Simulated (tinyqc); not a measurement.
## Read current of a NAND string, cells in series solved by shooting: read current against the number of cells

Cells in series, numbered from 0 at the source line (0 V) to the bit line, each followed by a gap resistance Rg. A cell with gate Vg, threshold VT, source Vs and drain Vd passes I = 2 nf K Vt^2 [F(Vs) - F(Vd)]/(1 + th max(Vg - VT, 0)), F(V) = ln^2(1 + exp((Vg - VT - nf V)/(2 nf Vt))). The selected cell has Vg = Vr, the others Vg = Vp.

For a trial current I start at 0 V and, cell by cell, solve for the drain: sqrt(F(Vd)) = sqrt(F(Vs) - I/k), k = 2 nf K Vt^2/(1 + th max(Vg - VT, 0)), Vd = [Vg - VT - 2 nf Vt ln(exp(sqrt F) - 1)]/nf, then add I Rg. The string current is the I for which the last node reaches Vbl. The apparent threshold is the Vr at which I = Is. Background: all other cells erased (VT = Ve) or all in the highest state (VT = Vh); ratio and shift are high over erased and high minus erased. The selected cell is in the middle, cell n/2.

Inputs (values chosen for the exercise); values of the order met in vertical NAND strings:
- T = 358 K (temperature)
- K = 26 uA/V^2 (gain factor of a cell)
- nf = 1.3 (slope factor)
- th = 0.15 1/V (mobility reduction factor)
- Rg = 1.9 kohm (resistance of the gap between cells)
- Vbl = 0.5 V (bit-line voltage)
- Vp = 5.8 V (pass voltage)
- Ve = -1.8 V (threshold of an erased cell)
- Vh = 4.3 V (threshold of the highest state)
- Vx = 0.3 V (threshold of the selected cell)
- Is = 50 nA (sensing current)
- Vr = 1.12 V (read voltage on the selected word line)

Constants: q = 1.602176634e-19 C, kB = 1.380649e-23 J/K, Vt = kB T/q. Results are converted to the units shown.

Results:

| n | I, others erased (uA) | I, others high (uA) | ratio | apparent VT, erased (V) | apparent VT, high (V) | background shift (mV) |
|---|---|---|---|---|---|---|
| 8 | 2.710 | 1.307 | 0.4822 | 0.3314 | 0.3368 | 5.423 |
| 32 | 1.002 | 0.3600 | 0.3593 | 0.3414 | 0.3634 | 21.98 |
| 64 | 0.5426 | 0.1829 | 0.3370 | 0.3548 | 0.3996 | 44.75 |
| 96 | 0.3720 | 0.1226 | 0.3295 | 0.3682 | 0.4366 | 68.39 |
| 128 | 0.2830 | 0.09217 | 0.3257 | 0.3817 | 0.4747 | 93.03 |
| 192 | 0.1914 | 0.06161 | 0.3219 | 0.4086 | 0.5599 | 151.3 |

Estimate the missing row, n = 16.

Computed row:

| n | I, others erased (uA) | I, others high (uA) | ratio | apparent VT, erased (V) | apparent VT, high (V) | background shift (mV) |
|---|---|---|---|---|---|---|
| 16 | 1.732 | 0.6972 | 0.4026 | 0.3348 | 0.3457 | 10.89 |

With this row back in the table: With erased neighbours the current falls from 2.71 to 0.191 uA, as n^(-0.65) between the first two rows and n^(-0.96) between the last two (-1 once the series resistance rules). The ratio falls from 0.482 to 0.322 and the background shift rises from 5.42 to 151 mV.

Numbers from tinyqc (`OMP_NUM_THREADS=1 python tinyqc.py 2142044 2142045 out.jsonl`; about 0.4 s on one thread of a shared Intel Xeon 2.30GHz).
